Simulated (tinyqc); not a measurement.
Speciation in dilute and buffered hydrofluoric acid, oxide etch rate and bath loading. Changing the HCl added. Computed by tinyqc, a small Python program. Command: `OMP_NUM_THREADS=1 python tinyqc.py 3120176 3120177 out.jsonl hfetch sweep`. One thread of a shared host (Intel(R) Xeon(R) Processor @ 2.30GHz), about 0.01 s of CPU time with the checks.

Concentrations stand for activities, NH4+ and Cl- are spectators, and water ionisation is neglected. H, F and HF2 denote the ions H+, F- and HF2-. The base temperature is 298 K.

Inputs (values chosen for the exercise, of the order of those for thermal oxide at room temperature):
```
quantity,value,unit
HF added,1.1,mol/L
NH4F added,0,mol/L
K1 = [H][F]/[HF],0.000729,mol/L
K2 = [HF2]/([HF][F]),4.47,L/mol
K3 = [H2F2]/[HF]^2,2.62,L/mol
rate constant of neutral HF k_a,18,nm L/(min mol)
rate constant of HF2 k_b,51,nm L/(min mol)
activation energy,0.33,eV
temperature error,1.5,K
oxide removed per wafer,92,nm
```

Constants: k_B = 8.617333262e-05 eV/K.

Method:
- Fluoride balance: [HF] + [F] + 2 [HF2] + 2 [H2F2] = HF added + NH4F added. Acid balance: [H] + [HF] + [HF2] + 2 [H2F2] = HF added + HCl added. For a trial [H], [HF] = [H][F]/K1, and the fluoride balance is a quadratic in [F].
- The root is refined to 1e-13 in pH = -log10 [H].
- Rate = k_a ([HF] + 2 [H2F2]) + k_b [HF2], an empirical two-term form.
- Time = oxide/rate; a temperature error changes the rate by exp((E_a/k_B)(1/298 - 1/(298 + error))) - 1.

One run for each value:
```
HCl added (mol/L),etch rate (nm/min),pH,[HF2] (mol/L),share of HF2 in the rate (%)
0.001,19.86,1.570,0.01604,4.119
0.0026,19.86,1.557,0.01558,4.000
0.0067,19.86,1.523,0.01445,3.711
0.017,19.85,1.439,0.01202,3.087
0.045,19.83,1.241,0.00771,1.983
0.12,19.81,0.901,0.00356,0.917
0.3,19.81,0.519,0.00149,0.384
0.77,19.80,0.113,0.00059,0.151
2,19.80,-0.301,0.00023,0.058
```

Over the rows, etch rate (nm/min) falls from 19.86 to 19.80; pH falls from 1.57 to -0.301; [HF2] (mol/L) falls from 0.0160 to 2.26e-4 (exponent d ln y / d ln x -0.031 between the first rows and -1.00 between the last). Added acid turns F and HF2 into neutral HF, the slower species in this rate law.

Caution (rows 0.770, 2.00): at ionic strengths above about 0.5 mol/L activities differ much from concentrations, so pH and rates are only indicative.
